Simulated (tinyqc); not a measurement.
Elastic trap-assisted tunnelling through a dielectric: one step of the calculation.

Emitter at x = 0 (Fermi level 0), collector at x = t (Fermi level -V), band edge U(x) = phi - F x, F = V/t. A trap at x has the energy E = U(x) - Et. With G(u) = (4/(3 F)) sqrt(mo/C) max(u, 0)^1.5, C = hbar^2/(2 m0): S1 = G(phi - E) - G(Et), S2 = G(Et) - G(phi - V - E), T1,2 = exp(-S1,2). The steady rate through one trap is nu T1 T2 (f1 - f2)/(T1 + T2), f1 = f(E), f2 = f(E + V), f(y) = 1/(1 + exp(y/Vt)); both contacts offer states at E.

Question. The best-placed trap against direct tunnelling. At x = xs: E, S1, S2 and the occupation (T1 f1 + T2 f2)/(T1 + T2). Direct tunnelling at E = 0 has S = (4/(3 F)) sqrt(mo/C) [phi^1.5 - max(phi - V, 0)^1.5].

Parameters, values chosen for the exercise; dielectric values close to those of silicon dioxide: temperature T = 300 K; barrier above the emitter Fermi level phi = 3.08 eV; tunnelling mass mo = 0.49 m0; thickness t = 3.9 nm; trap depth below the band edge of the dielectric Et = 2.71 eV; attempt frequency nu = 1e14 1/s; voltage V = 1.91 V.

Constants: q = 1.602176634e-19 C, kB = 1.380649e-23 J/K, hbar = 1.054571817e-34 J s, m0 = 9.1093837015e-31 kg, Vt = kB T/q, hbar^2/(2 m0) = 0.0380998212 eV nm^2. Results are converted to the units shown.

xs = 1.76 nm

Find: E; S1; S2; occupation; S of direct tunnelling.

Answer.

E = -0.4919 eV
S1 = 22.35
S2 = 22.64
occupation = 0.5705
S of direct tunnelling = 40.42

Range of the model: Phonon-assisted (inelastic) capture, chains of traps and a spread of trap depths are left out.

tinyqc, about 0.04 s, one thread, Intel Xeon 2.30GHz (shared host): `OMP_NUM_THREADS=1 python tinyqc.py 2370076 2370077 out.jsonl`
